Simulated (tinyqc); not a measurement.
# Changing the points N

Model: equation-of-state fits to an energy-volume table made by a known binding curve. Computed by tinyqc, a small Python program. Command: `OMP_NUM_THREADS=1 python tinyqc.py 3018402 3018403 out.jsonl eosfit sweep`. One thread of a shared host (Intel(R) Xeon(R) Processor @ 2.30GHz), about 0.05 s of CPU time with the checks.

With x = (V/V_0)^(1/3), the energy per atom is E = -D [1 + eta (x - 1)] exp(-eta (x - 1)), so that B0 = D eta^2/(9 V_0) and B' = 1 + 2 eta/3. B' = dB/dP at P = 0.

Inputs (values chosen for the exercise, for a model crystal): cohesive energy D = 5.85 eV/atom; true volume V_0 = 14.2 angstrom^3/atom; stiffness eta = 5.26; half-width of the volume window w = 0.12; shift of the window centre s = -0.029; compression V/V_0 for the pressure test = 0.7.

Binding curve: universal binding. Noise: none.

Constants: 1 eV/angstrom^3 = 160.2176634 GPa.

Method:
- B0 and B' from the formulas above; P = -dE/dV at V = c V_0 (c the compression chosen), from the curve itself.
- Table: V_j = V_0 [1 + s + w (2 j/(N - 1) - 1)], j = 0..N-1, rounded to 0.001; E_j from the curve, rounded to 1e-7 eV.
- Third-order Birch-Murnaghan is a cubic in u = V^(-2/3): fit it by linear least squares, find the minimum, and take B0 = V E''(V), B' = -1 - V E'''/E'' there.
- Errors are fitted minus exact, relative; the pressure at c V_0 uses P = (3 B0/2) (x^7 - x^5) [1 + (3/4)(B' - 4)(x^2 - 1)], x = (V0/V)^(1/3) with the fitted values.

One run for each value:
```
points N  error of B0 (%)  error of B' (%)  root-mean-square residual (meV)
5                -0.17386          -1.7396                         0.030503
6                -0.15898          -1.7934                         0.036484
7                -0.14853          -1.8183                         0.038453
9                -0.13500          -1.8361                         0.038905
11               -0.12668          -1.8393                         0.038238
15               -0.11690          -1.8372                         0.036688
21               -0.10952          -1.8303                         0.035043
```

Over the rows, error of B0 (%) rises from -0.174 to -0.110 (exponent d ln y / d ln x -0.49 between the first rows and -0.19 between the last); error of B' (%) goes from -1.74 through a minimum among these rows, -1.84 at 11.0, to -1.83; root-mean-square residual (meV) goes from 0.0305 through a maximum among these rows, 0.0389 at 9.00, to 0.0350. Without noise more points only change the weight given to the ends of the window; the error of the form remains.

Extremes, crossings and ranges named in words are read from the listed rows.
